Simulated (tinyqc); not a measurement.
Isochronal anneals: hydrogen passivation of interface dangling bonds: competing passivation and dissociation with distributed barriers. Computed by tinyqc, a small Python program. Command: `OMP_NUM_THREADS=1 python tinyqc.py 3000922 3000923 out.jsonl passiv walk`. One thread of a shared host (Intel(R) Xeon(R) Processor @ 2.30GHz), about 0.02 s of CPU time with the checks.

P_b + H2 gives P_bH + H at the rate k_f [H2]; P_bH gives P_b + H at the rate k_d. All defects start unpassivated. E_f and E_d are Gaussian and independent.

Inputs (values chosen for the exercise, close to those used for P_b centres at the silicon-oxide interface):

| quantity | value | unit |
|---|---|---|
| passivation prefactor k_f0 | 8.5e-08 | cm^3/s |
| mean passivation barrier E_f | 1.7 | eV |
| spread sigma_f | 0.12 | eV |
| dissociation prefactor k_d0 | 3.5e+12 | 1/s |
| mean dissociation barrier E_d | 2.71 | eV |
| spread sigma_d | 0.037 | eV |
| H2 in the oxide per atm, solubility factor | 2e+18 | 1/(cm^3 atm) |
| hydrogen pressure p | 0.1 | atm |
| anneal time t | 1700 | s |

Constants: k_B = 8.617333262e-05 eV/K.

Method:
- [H2] = solubility factor x p; a = k_f0 [H2] exp(-E_f/(k_B T)), d = k_d0 exp(-E_d/(k_B T)). For one pair of barriers the active share is y = [d + a exp(-(a + d) t)]/(a + d).
- Temperatures in kelvin are T(C) + 273.15.
- Average y over both Gaussians with 40 x 40 Gauss-Hermite points.
- Minimise the averaged y over T between 150 and 900 C: find where ln y is equal at T - 0.05 and T + 0.05 C; T is rounded to 0.1 C.

best temperature = 539.6 C

Active share after the time t:

| T (C) | a (1/s) | d (1/s) | single barriers | distributed |
|---|---|---|---|---|
| 200 | 1.3269e-08 | 4.7685e-17 | 9.9998e-01 | 9.9868e-01 |
| 250 | 7.1360e-07 | 2.7366e-14 | 9.9879e-01 | 9.7871e-01 |
| 300 | 1.9149e-05 | 5.1845e-12 | 9.6797e-01 | 8.5160e-01 |
| 350 | 3.0308e-04 | 4.2336e-10 | 5.9736e-01 | 5.2163e-01 |
| 400 | 3.1827e-03 | 1.7976e-08 | 4.4747e-03 | 1.7437e-01 |
| 450 | 2.4144e-02 | 4.5450e-07 | 1.8824e-05 | 2.6943e-02 |
| 500 | 1.4093e-01 | 7.5672e-06 | 5.3692e-05 | 2.0130e-03 |
| 600 | 2.6190e+00 | 7.9815e-04 | 3.0466e-04 | 1.2061e-03 |
| 700 | 2.6696e+01 | 3.2318e-02 | 1.2091e-03 | 3.6060e-03 |
| 800 | 1.7653e+02 | 6.5650e-01 | 3.7051e-03 | 8.9029e-03 |

The distributed share is least at 600 C among these rows, 0.0012, and the search puts the optimum at 539.6 C. On the cold side defects with high E_f survive; on the hot side dissociation, with the larger barrier, gains on passivation with an energy E_d - E_f = 1.01 eV. In that row single barriers give 3.0e-4, so the spread raises the floor. Caution: atomic hydrogen, which both passivates and depassivates, and further passivation during cooling are left out. Caution: shares below about 1e-3 in these rows are formal; measured passivation levels off well above them.

Extremes, crossings and ranges named in words are read from the listed rows.
